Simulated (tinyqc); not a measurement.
## Distribution of switching voltages from the rising branch

Inverse problem. In a Preisach model that starts with all elements at -1, a rising voltage turns to +1 all elements whose up-switching voltage it has passed, and P = Ps (2 F - 1) with F their total weight; the last voltage saturates the film. Find Ps and the weight that switches in each interval, from 0 V up.

P on the way up (uC/cm^2): 0.6 V -16.699328, 1.2 V -9.409179, 1.8 V 5.117414, 2.4 V 15.408237, 3 V 18.000000

Answer. Each step of P divided by 2 Ps is the weight of that interval; the rising branch says nothing of the down-switching voltages.

Ps = 18.00 uC/cm^2
weights: 0.0361  0.2025  0.4035  0.2859  0.0720

tinyqc, about 0.01 s, one thread, Intel Xeon 2.30GHz (shared host): `OMP_NUM_THREADS=1 python tinyqc.py 2860056 2860057 out.jsonl`
